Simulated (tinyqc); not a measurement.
# From curvature back to fraction x of B

Model: elastic strain and critical thickness of a cubic alloy layer A(1-x)B(x) on a thick substrate. Computed by tinyqc, a small Python program. Command: `OMP_NUM_THREADS=1 python tinyqc.py 3028461 3028462 out.jsonl misfit inv`. One thread of a shared host (Intel(R) Xeon(R) Processor @ 2.30GHz), about 0.02 s of CPU time with the checks.

Strain is positive in tension. The layer is coherent with the substrate unless said otherwise.

Inputs (values chosen for the exercise, modelled on GaAs(1-x)Sb(x) on GaAs):
```
quantity                              value        unit
lattice constant a_A                  5.653    angstrom
lattice constant a_B                  6.096    angstrom
substrate lattice constant a_S        5.653    angstrom
layer thickness h                       7.8          nm
biaxial modulus of the substrate M_S    123         GPa
substrate thickness t_S                 525  micrometre
wafer diameter W                        150          mm
```

Growth plane: (001).

C11, C12, C44 of A (GPa): 117.1  54.04  59.77

C11, C12, C44 of B (GPa): 89.48  40.12  42.67

Method:
- a = (1 - x) a_A + x a_B, the same rule for each C_ij; misfit f = (a_S - a)/a, the in-plane strain of the coherent layer.
- (001): D = 2 C12/C11, M = C11 + C12 - 2 C12^2/C11. The free surface carries no normal stress, so e_perp = -D f; dV/V = 2 f + e_perp; stress = M f; energy per area = M f^2 h (1 GPa nm = 1 J/m^2).
- Stoney: curvature = 6 |stress| h/(M_S t_S^2); radius = 1/curvature; bow = curvature W^2/8.

Question. A run gave the result below. Find the fraction x of B, known to lie between 0.057 and 0.095.

curvature = 0.0008047846 1/m

Answer.

Each step takes the trial c = (a f_b - b f_a)/(f_b - f_a), f being the result less the target and a, b, c the logarithms of the listed values; c replaces end b, the old b replaces a if the sign of f changed, and otherwise f_a is halved.

Scan of the range:
```
fraction x of B  curvature (1/m)
0.0570                0.00073475
0.0621                0.00079923
0.0676                0.00086854
0.0736                0.00094387
0.0801                0.00102517
0.0872                0.00111358
0.0950                0.00121026
```

False position (Illinois rule, in the logarithm of the input) inside the bracket:
```
step      end a      end b      trial  curvature (1/m)
1     0.0621000  0.0676000  0.0625237      8.04579e-04
2     0.0676000  0.0625237  0.0625394      8.04777e-04
3     0.0676000  0.0625394  0.0625406      8.04792e-04
4     0.0625394  0.0625406  0.0625400      8.04785e-04
```

Curvature rises at every point of a 13-point scan of the range (every second point is shown), so one value fits; it is bracketed by 0.0621 and 0.0676. Answer: fraction x of B = 0.06254.
